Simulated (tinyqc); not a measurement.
Inside a calculation. Model: Heisenberg magnet: exchange from energy differences, ordering vector, linear spin waves and ordering temperature. Computed by tinyqc, a small Python program that keeps every step. Command: `OMP_NUM_THREADS=1 python tinyqc.py 3016218 3016219 out.jsonl magnon walk`. One thread of a shared host (Intel(R) Xeon(R) Processor @ 2.30GHz), about 0.08 s of CPU time with the checks. Intermediate numbers are printed to about 7 digits and carried at full precision; extremes and crossings named in words are read from the listed rows.

H = -sum over pairs <ij> J_ij S_i.S_j - K sum_i (S_i^z)^2, each pair once, J > 0 ferromagnetic. First neighbours: 8 at a (0.5, 0.5, 0.5), second: 6 at a (1, 0, 0), with all permutations and signs.

Inputs (values chosen for the exercise, for a model magnet):
```
quantity,value,unit
exchange J1,1.9,meV
exchange J2,0.22,meV
spin S,3.5,-
single-ion anisotropy K,0.097,meV
lattice constant a,5.27,angstrom
mesh divisions n,16,-
temperature T,210,K
```

Lattice: bcc. Order: ferromagnetic.

wave vector q (2 pi/a): [0.25, 0.38, 0.38]

Constants: h x 1 THz = 4.135667696 meV; k_B = 8.617333262e-05 eV/K.

## Energies of ordered states

J(q) = J1 g1(q) + J2 g2(q), g_s(q) = sum over shell s of cos(q.R). A classical spiral or collinear state of wave vector Q has the exchange energy -(S^2/2) J(Q) per site.

States, Q in 2 pi/a:
```
Q,g1,g2,energy (meV/site)
"G (0, 0, 0)",8.000000e+00,6,-101.185
"H (1, 0, 0)",-8.000000e+00,6,85.015
"N (0.5, 0.5, 0)",0,-2,2.695
"P (0.5, 0.5, 0.5)",4.930381e-32,-6,8.085
```

The lowest of these is G (0, 0, 0), 103.880 meV per site below N (0.5, 0.5, 0).

## Back from energy differences to J1 and J2

Subtract the first row of the table from the second and third: dE = -(S^2/2)(dg1 J1 + dg2 J2), two equations for two unknowns, as in mapping total energies onto a spin model.

coefficients:
```
,J1,J2
1,98,0
2,49,49
```

energy differences (meV/site): [186.20, 103.88]

J1, J2 (meV): [1.90, 0.22]

## Magnon energy at q

g_s(q) = sum over shell s of cos(q.R), z1 = g1(0). E(q) = S [J(0) - J(q)] + (2S - 1) K, J(q) = J1 g1 + J2 g2. The factor 2S - 1 removes the anisotropy for S = 1/2.

g1(q) = 0.7665925

g2(q) = -2.915875

E(q) = 55.54938 meV

frequency = 13.43178 THz

## Long waves and the gap

sum R_x^2 over the shells is s1 = 2 a^2 and s2 = 2 a^2. E = gap + D q^2 with D = (S/2)(J1 s1 + J2 s2) and gap = (2S - 1) K.

stiffness D = 206.0749 meV angstrom^2

gap = 0.582 meV

## Dispersion

The formulas are those given above.

Energies (meV); H = (1, 0, 0), N = (0.5, 0.5, 0) in 2 pi/a:
```
line,fraction of the way,E(q),gap + D q^2
G-H,0.10,3.4799,3.5113
G-H,0.25,17.7039,18.8901
G-H,0.50,56.8620,73.8145
G-H,0.75,92.9401,165.3550
G-H,1.00,106.9820,293.5119
G-N,0.10,2.0346,2.0466
G-N,0.25,9.2751,9.7361
G-N,0.50,30.2620,37.1982
G-N,0.75,51.2489,82.9685
G-N,1.00,59.9420,147.0469
```

At the end of the G-H rows the long-wave form is 2.74 times the true energy. At the end of the G-N rows the long-wave form is 2.45 times the true energy. It holds to 5 % in 3 of the ten rows; nearer the zone boundary the cosine flattens the band.

## Loss of moment

Mesh: q = sum_i (m_i + 1/2)/n b_i, m_i = 0..n-1, b = [[0, 1, 1], [1, 0, 1], [1, 1, 0]] in 2 pi/a; <..> is the mean over the mesh. n = 1/(exp(E/(k_B T)) - 1); no zero-point loss; thermal loss <n>; moment = S less the losses.

zero-point loss = 0

thermal loss = 0.1244815

moment <S^z> = 3.375519

The thermal loss is 3.56 % of S.

## Ordering temperature

K left out. Mean field: k_B T = S (S + 1) J(Q)/3 at the ordering vector Q; random-phase (Tyablikov): k_B T = [S (S + 1)/3] / <1/(J(Q) - J(q))>; Curie-Weiss theta = S (S + 1) J(0)/(3 k_B).

mean-field ordering temperature = 1006.460 K

random-phase ordering temperature = 755.7298 K

Curie-Weiss temperature = 1006.460 K

The random-phase value is 0.75 of mean field, since it weights the soft long waves (a harmonic mean of J(Q) - J(q) in place of the arithmetic one); on this mesh it lies slightly high.

Checks made by the program: the long-wave formula against the dispersion (relative difference 1e-06).
